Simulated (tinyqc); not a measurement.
Density of states of one tight-binding band on the square lattice: sweeps and comparisons. A value that a table varies takes the place of the one given here.

E(k) = -2 t (c1 + c2) - 4 t2 c1 c2 with ci = cos(2 pi ki); k in fractions of the reciprocal vectors, mesh k_i = j/N with j = 0 .. N-1. Densities are per cell and per spin, so the band holds one state.

Each square of the mesh is cut along (i, j)-(i+1, j+1) into two triangles. For corner energies e1 <= e2 <= e3 and eij = ei - ej, the share of the triangle below E is n = (E - e1)^2/(e21 e31) for e1 < E < e2 and n = 1 - (e3 - E)^2/(e31 e32) for e2 < E < e3; its density of states is g = dn/dE.

Gaussian broadening: g(E) = mean over the mesh of exp(-(E - E_k)^2/(2 sigma^2))/(sigma sqrt(2 pi)), n(E) = mean of erfc((E_k - E)/(sigma sqrt 2))/2.

Parameters, chosen for this exercise:
```
symbol  value  unit  meaning
t       1.08   eV    nearest hopping
t2      0.05   eV    second hopping
N2      16           mesh points along each axis in this comparison
sigma   0.324  eV    Gaussian width
E       1.23   eV    energy at which the density is wanted
```

## Three ways to the same curve

N = N2 here; the reference is the linear method with N = 240.

g(E) (1/eV):
```
E (eV)  reference  linear triangles  Gaussian, sigma  Gaussian, sigma/4  reference n(E)
-3.734      0.074             0.076            0.075              0.133           0.056
-2.948      0.083             0.084            0.087              0.153           0.117
-2.163      0.095             0.096            0.098              0.097           0.187
-1.377      0.113             0.113            0.112              0.054           0.268
-0.592      0.144             0.143            0.149              0.162           0.367
0.193       0.366             0.332            0.218              0.311           0.516
0.979       0.148             0.150            0.155              0.034           0.670
1.764       0.118             0.119            0.118              0.022           0.773
2.550       0.101             0.101            0.100              0.008           0.859
3.335       0.090             0.087            0.088              0.122           0.933
```

How do the results move?

Root-mean-square errors against the reference: 0.0111 for linear triangles, 0.0469 for sigma and 0.0687 for sigma/4. The narrow Gaussian is worse than the wide one, because it resolves the separate mesh levels. The reference is highest at 0.193 eV of the energies listed, and half filling lies between -0.592 and 0.193 eV.

## Convergence with the mesh

At the energy E; the plain count is the share of mesh points below E; the reference is the linear method with N = 240.

Results:
```
N   points  g linear  n linear  g Gaussian  n Gaussian  n plain count
4       16    0.1748    0.7416      0.0062      0.6879         0.6875
6       36    0.1322    0.7242      0.1394      0.7016         0.7500
8       64    0.1392    0.7134      0.1315      0.6894         0.6719
12     144    0.1342    0.7099      0.1467      0.7065         0.7431
16     256    0.1392    0.7081      0.1369      0.7034         0.6836
24     576    0.1352    0.7068      0.1388      0.7034         0.7135
48    2304    0.1358    0.7060      0.1388      0.7034         0.7044
```

reference n and g: 0.7058  0.1359

How do the results move?

The linear n(E) stays within 0.002 of the reference from N = 24 on. The Gaussian g stays within 1 % of its last value from N = 24 on; it tends to the broadened curve, not the true one. At the last mesh it lies +0.003 1/eV from the reference g and the linear g 0.000. The plain count errs by -0.0013 at the last mesh.

## Critical points

The gradient vanishes at these points by symmetry; the signs of the eigenvalues of the second-derivative matrix give the type.

Critical points:
```
point           k   E (eV)  positive  negative     type
Gamma      (0, 0)  -4.5200         2         0  minimum
X        (0.5, 0)   0.2000         1         1   saddle
M      (0.5, 0.5)   4.1200         0         2  maximum
```

What does this show?

Gamma is a minimum at -4.520 eV: g has a step there. X is a saddle at 0.200 eV: g diverges logarithmically there. M is a maximum at 4.120 eV: g has a step there.

## What moves the count of states

Linear method and Gaussian sum with N = 48. Each row changes one parameter from the base and keeps the others.

Results:
```
case              n linear  g linear (1/eV)  n Gaussian  g Gaussian (1/eV)
base                0.7060           0.1358      0.7034             0.1388
t = 1.188 eV        0.6912           0.1277      0.6887             0.1298
E = 1.338 eV        0.7205           0.1320      0.7181             0.1338
sigma = 0.648 eV    0.7060           0.1358      0.6949             0.1466
t2 = 0.104 eV       0.6990           0.1504      0.6955             0.1552
```

How do the results move?

The largest shifts from the base row, up to three for each result and ties (the steps differ in size, so this ranks the rows, not the parameters). n linear: t -0.0148, E +0.0145, t2 -0.0070; unchanged at the printed digits by sigma. g linear (1/eV): t2 +0.0146, t -0.0081, E -0.0038; unchanged at the printed digits by sigma. n Gaussian: E +0.0147, t -0.0146, sigma -0.0085. g Gaussian (1/eV): t2 +0.0164, t -0.0090, sigma +0.0078.

Program tinyqc; command `OMP_NUM_THREADS=1 python tinyqc.py 1681444 1681445 out.jsonl`; about 0.08 s on one thread of a shared Intel(R) Xeon(R) Processor @ 2.30GHz.
